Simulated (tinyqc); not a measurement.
# Interface traps from C-V curves, high-low and Terman methods: effects of single changes

MOS capacitor on an n-type substrate; psi is the band bending, negative in depletion; only majority carriers are counted. At the bending psi the Fermi level lies y = xi - psi below the conduction edge at the surface, xi = Vt ln(Nc/Nd). Dit(y) = D0 + D1 exp(-y/E1); traps fill up to the Fermi level, follow the bias and a slow signal, and do not follow a fast one. V is the gate voltage from flat band.

Parameters, values chosen for the exercise; band and dielectric values close to those of silicon: temperature T = 300 K; relative permittivity eps_r = 11.7; conduction-band density of states at T Nc = 2.8e19 cm^-3; donor density Nd = 1.4e16 cm^-3; equivalent oxide thickness EOT = 2.2 nm; trap density far from the band edge D0 = 5.3e10 cm^-2 eV^-1; band-tail density at the conduction edge D1 = 2e12 cm^-2 eV^-1; decay energy of the tail E1 = 0.16 eV.

Constants: q = 1.602176634e-19 C, kB = 1.380649e-23 J/K, Vt = kB T/q, eps0 = 8.8541878128e-14 F/cm where lengths are in cm. Results are converted to the units shown.

Each table varies one quantity; the others keep the values above.

## Subthreshold swing with traps

Cox = 3.9 eps0/EOT, LD = sqrt(eps0 eps_r Vt/(q Nd)), u = psi/Vt, Cd = (eps0 eps_r/(sqrt(2) LD)) |exp(u) - 1|/sqrt(exp(u) - u - 1). At psi = -0.213 V the swing of a transistor with this gate would be S = Vt ln 10 (1 + (Cd + q Dit)/Cox), Dit as above.

Results:
```
D0 (cm^-2 eV^-1)  Dit (cm^-2 eV^-1)  q Dit/Cox  S (mV/decade)
8.5e9                      1.632e11    0.01666          63.51
2.5e10                     1.797e11    0.01834          63.61
2.1e11                     3.647e11    0.03723          64.73
6.2e11                     7.747e11    0.07908          67.22
1.8e12                     1.955e12     0.1995          74.39
5.3e12                     5.455e12     0.5568          95.66
1.5e13                     1.515e13      1.547          154.6
```

Estimate the missing row, D0 = 7.3e10 cm^-2 eV^-1.

Computed row:
```
D0 (cm^-2 eV^-1)  Dit (cm^-2 eV^-1)  q Dit/Cox  S (mV/decade)
7.3e10                     2.277e11    0.02324          63.90
```

With this row back in the table: S rises from 63.5 to 155 mV/decade; without traps it is 62.5. The traps add 10 mV/decade at Dit = 1.65e12 cm^-2 eV^-1 and equal Cox at 9.80e12.

## An error in the doping read as traps

Ideal V0 = psi - sqrt(2) (eps0 eps_r Vt/LD) sqrt(exp(u) - u - 1)/Cox for psi < 0; the traps add dV = (q/Cox) times the integral of Dit from 0 to psi = (q/Cox) [D0 psi + D1 E1 exp(-xi/E1) (exp(psi/E1) - 1)]. 1/C_HF = 1/Cox + 1/Cd, 1/C_LF = 1/Cox + 1/(Cd + q Dit). The sample has Nd; the ideal curve is drawn with Nd (1 + e). At the true psi = -0.213 V the measured C_HF is matched to the ideal curve, which gives psi', and Dit = (Cox/q) [dV/dpsi' - 1 - Cd'(psi')/Cox], derivatives exact.

The same in every row: true Dit (cm^-2 eV^-1) = 2.077e11.

An error in the doping read as traps:
```
e      psi' (V)  apparent Dit (cm^-2 eV^-1)
-0.15   -0.1847                    1.994e12
-0.1    -0.1942                    1.339e12
-0.05   -0.2036                    7.459e11
-0.02   -0.2092                    4.169e11
0       -0.2130                    2.077e11
0.02    -0.2168                     6.198e9
0.05    -0.2224                   -2.826e11
0.1     -0.2318                   -7.306e11
0.15    -0.2412                   -1.141e12
```

What does the table show?

The apparent Dit falls from 1.99e12 to -1.14e12 cm^-2 eV^-1, against the true 2.08e11. An error of +5 % in the doping shifts it by -4.90e11 cm^-2 eV^-1, 236 % of the true value, and a negative result appears where the assumed doping is too high.

Computed by the program tinyqc: `OMP_NUM_THREADS=1 python tinyqc.py 2030129 2030130 out.jsonl`, one thread of a shared Intel Xeon 2.30GHz, about 0.01 s for the whole run.
